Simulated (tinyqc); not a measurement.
Interface roughness in a thin film (subband fluctuation and scattering): sweeps and comparisons. A value that a table varies takes the place of the one given here.

Square well of width t, barriers V0, c = hbar^2/2m0: E1 solves k t + 2 atan[(k/mz)/(kappa/mb)] = pi, k = sqrt(mz E/c), kappa = sqrt(mb (V0 - E)/c). One interface is rough, so the subband edge fluctuates by G dt with G = |dE1/dt| (central difference of 0.01 angstrom; 2 E1/t for hard walls).

Gaussian roughness spectrum S(q) = pi D^2 Lc^2 exp(-q^2 Lc^2/4). Degenerate gas, taken to fill one subband (the second starts to fill once c kF^2/md exceeds E2 - E1, which is not tested here): kF = sqrt(2 pi Ns/gv), q = 2 kF sin(theta/2), 1/tau = (md/(2 pi c hbar)) G^2 times the integral from 0 to pi of S(q)(1 - cos theta)/eps(q)^2 dtheta, eps(q) = 1 + qs/q with screening (qs = gv md q0/(c eps), q0 = e^2/(4 pi eps0), form factors left out, which overstates the screening; other scattering is left out too, so these values lie far above measured mobilities in all but the thinnest films) or 1 without; mobility = tau c2/md with c2 = e/m0 = 1.75882e15 cm^2/(V s^2); 1e12/cm^2 = 1e-4/angstrom^2.

Constants: hbar^2/2m0 = 3.80998211 eV angstrom^2; hbar = 6.58211957e-16 eV s; e^2/(4 pi eps0) = 14.39964547 eV angstrom.

Parameters, chosen for this exercise (near those of a thin Si channel on (100), two-fold valleys; not measured data):
```
symbol  value                         unit         meaning
mz      0.91                          m0           confinement mass
V0      3.16                          eV           barrier
mb      0.53                          m0           barrier mass
md      0.191                         m0           mass in the plane
gv      2                                          valleys
D       1.5                           angstrom     rms height of the roughness
Lc      48                            angstrom     correlation length
Ns      4.2                           x 1e12/cm^2  sheet density
eps     7.6                                        mean dielectric constant at the channel
ts      (19, 24, 29, 34, 42, 54, 71)  angstrom     thicknesses
t       34                            angstrom     film thickness
Ll      (4, 8, 14, 22, 35, 55, 90)    angstrom     correlation lengths
```

## The sixth-power law

Screened mobility against thickness for the finite barrier and for hard walls.

Results:
```
t (angstrom)  E1 (meV)  G (meV/angstrom)  mobility (cm^2/(V s))  the same, hard walls
19                95.8             9.204               2.77e+04              1.62e+04
24                62.2             4.826               1.01e+05              6.57e+04
29                43.7             2.837               2.92e+05              2.05e+05
34                32.3             1.806               7.20e+05              5.31e+05
42                21.6             0.986               2.42e+06              1.89e+06
54                13.3             0.477               1.03e+07              8.52e+06
71                 7.8             0.215               5.10e+07              4.40e+07
```

With hard walls G goes as 1/t^3 and the mobility as t^6. With the finite barrier the local exponent is 5.53 at the thin end and 5.83 at the thick end, since the envelope leaks out and softens the dependence. The least value is 2.77e+04 cm^2/(V s). EF - E1 = 26 meV exceeds about 3 E1, the distance to the next subband of the ladder, from 71 angstrom on, where the one-subband formula no longer holds. The gate field, which also presses carriers to the interface, is left out. Below about 20 angstrom the effective-mass picture is itself doubtful. Up to t = 19 angstrom G D exceeds half of EF - E1, where the Born rate fails.

## Correlation length

Fixed D; bare and screened mobility.

Results:
```
Lc (angstrom)  kF Lc  bare mobility (cm^2/(V s))  screened mobility (cm^2/(V s))
4               0.15                    6.66e+05                        1.10e+07
8               0.29                    1.74e+05                        2.89e+06
14              0.51                    6.48e+04                        1.09e+06
22              0.80                    3.45e+04                        5.97e+05
35              1.27                    2.62e+04                        5.00e+05
55              2.00                    3.70e+04                        9.86e+05
90              3.27                    7.36e+04                        4.65e+06
```

The bare mobility is lowest at Lc = 35 angstrom of those listed (kF Lc = 1.27). The screened mobility is lowest at Lc = 35 angstrom of those listed (kF Lc = 1.27). Short roughness averages out (mobility as 1/Lc^2; the first two rows give exponent -1.93), and long roughness deflects only by small angles (bare mobility rising as Lc; the last two rows give 1.40).

## What each parameter does

G, G D, and the screened mobility. Each row changes one parameter from the base and keeps the others.

Results:
```
case                   G (meV/angstrom)  G D (meV)  mobility (cm^2/(V s))
base                              1.806       2.71              7.197e+05
t = 30 angstrom                   2.578       3.87              3.534e+05
D = 1.95 angstrom                 1.806       3.52              4.258e+05
Lc = 56 angstrom                  1.806       2.71              1.035e+06
Ns = 6.72 x 1e12/cm^2             1.806       2.71              1.455e+06
mz = 1.046 m0                     1.602       2.40              9.148e+05
md = 0.22 m0                      1.806       2.71              6.769e+05
V0 = 2.21 eV                      1.754       2.63              7.630e+05
eps = 9.1                         1.806       2.71              5.482e+05
```

The largest shifts from the base row, up to three for each result and ties (the steps differ in size, so this ranks the rows, not the parameters). G (meV/angstrom): t +0.771, mz -0.204, V0 -0.052; unchanged at the printed digits by D, Lc, Ns, md and eps. G D (meV): t +1.16, D +0.81, mz -0.31; unchanged at the printed digits by Lc, Ns, md and eps. mobility (cm^2/(V s)): Ns +7.35e+05, t -3.66e+05, Lc +3.16e+05. In the base case G D is 0.1 times EF - E1 = 26.3 meV.

Program tinyqc; command `OMP_NUM_THREADS=1 python tinyqc.py 1282180 1282181 out.jsonl`; about 0.01 s on one thread of a shared Intel(R) Xeon(R) Processor @ 2.30GHz.
